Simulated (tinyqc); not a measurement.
Worked calculation: k.p theory built from an empirical-pseudopotential calculation at Gamma. Values are carried at full precision from step to step, so a last printed digit may differ when a step is redone from the rounded ones.

Empirical pseudopotential on the fcc lattice, atoms at +/- tau, tau = a (1,1,1)/8, no spin-orbit coupling. H(G,G') = c (2 pi/a)^2 |k + G|^2 delta + VS(q) cos(q.tau) + i VA(q) sin(q.tau), q = G - G', c = hbar^2/2m0; k and G in units of 2 pi/a; VS at |q|^2 = 3, 8, 11 and VA at 3, 4, 11, in rydberg, zero elsewhere. The basis is fixed: all 89 G with |G|^2 up to Gcut. Energies are counted from the fourth level at Gamma.

Constants: hbar^2/2m0 = 3.80998211 eV angstrom^2; Ry = 13.60569312 eV.

Values chosen for the exercise (near those of GaAs; the results hold for these values, not for the real material):
- a = 5.63 angstrom (lattice constant)
- VS = (-0.227, 0.012, 0.061) Ry (symmetric form factors)
- VA = (0.069, 0.049, 0.009) Ry (antisymmetric form factors)
- Gcut = 19 (2 pi/a)^2 (largest |G|^2 of the fixed basis)

## Levels at Gamma

Diagonalise H at k = 0 and group equal levels.

Multiplets at Gamma:

| multiplet | degeneracy | E (eV) |
|---|---|---|
| 1 | 1 | -12.2706 |
| 2 | 3 | 0.0000 |
| 3 | 1 | 1.5634 |
| 4 | 3 | 4.3616 |
| 5 | 1 | 7.9761 |
| 6 | 2 | 8.5964 |
| 7 | 3 | 12.6873 |
| 8 | 1 | 14.1522 |
| 9 | 3 | 26.8917 |

The lowest empty multiplet is a singlet at 1.563 eV; the lowest empty singlet (s-like) is multiplet 3.

## Mass of the s-like conduction level (multiplet 3)

For a multiplet A of d_A states, W(B) = (4 c/(3 d_A)) sum over n in A, m in B and i = x, y, z of |<n|G_i|m>|^2 (G in 1/angstrom, <n|G_i|m> = sum_G c_n(G)* G_i c_m(G)); the mean inverse mass of A is 1 + sum_B W(B)/(E_A - E_B). Multiplets with W = 0 are left out.

List the couplings (the first eight at most); W to the valence triplet is the Kane energy Ep.

Couplings:

| multiplet B | degeneracy | E_B (eV) | W (eV) | W/(E_A - E_B) |
|---|---|---|---|---|
| 2 | 3 | 0.0000 | 18.4881 | 11.8255 |
| 4 | 3 | 4.3616 | 0.0025 | -0.0009 |
| 7 | 3 | 12.6873 | 0.2034 | -0.0183 |
| 10 | 3 | 27.5434 | 0.3610 | -0.0139 |
| 12 | 3 | 28.2652 | 0.2042 | -0.0076 |
| 15 | 3 | 41.3680 | 0.0225 | -0.0006 |
| 16 | 3 | 42.2856 | 0.0000 | 0.0000 |
| 19 | 3 | 42.9758 | 0.0112 | -0.0003 |

sum over the higher multiplets = -0.0015
1/m = 12.7824

Ep = 18.49 eV. The valence triplet gives 11.83, all other levels together -0.04; m = 0.0782, against 0.0780 for two levels alone.

## Valence parameters

Fold all other levels onto the valence triplet: D(u) = c + 4 c^2 sum_m <n|u.G|m><m|u.G|n'>/(0 - E_m), in units of c. Along [100] its eigenvalues are L (once) and M (twice); along [111] (L + 2M + 2N)/3 (once) and (L + 2M - N)/3 (twice). Then g1 = -(L + 2M)/3, g2 = -(L - M)/6, g3 = -N/6.

eigenvalues along [100]: -12.344  -2.284  -2.284

eigenvalues along [111]: -15.006  -0.953  -0.953

L, M, N: -12.344  -2.284  -14.053

g1, g2, g3: 5.638  1.677  2.342

With spin-orbit coupling added at fixed g1, g2, g3 and large against the hole energy these give heavy and light masses along [100] of 0.438 and 0.111. The s-like level alone adds Ep/(3E) = 3.94 to g1. Local form factors fix Ep and the gap only roughly, so these values can lie far from measured ones.

## Checks

- 1/m of the s-like level from the sum against the curvature of the band: both 12.78.
- L and M against the curvatures along [100]: largest relative difference 1.6e-06.

tinyqc: `OMP_NUM_THREADS=1 python tinyqc.py 1050074 1050075 out.jsonl`; about 0.8 s, one thread, shared Intel(R) Xeon(R) Processor @ 2.30GHz.
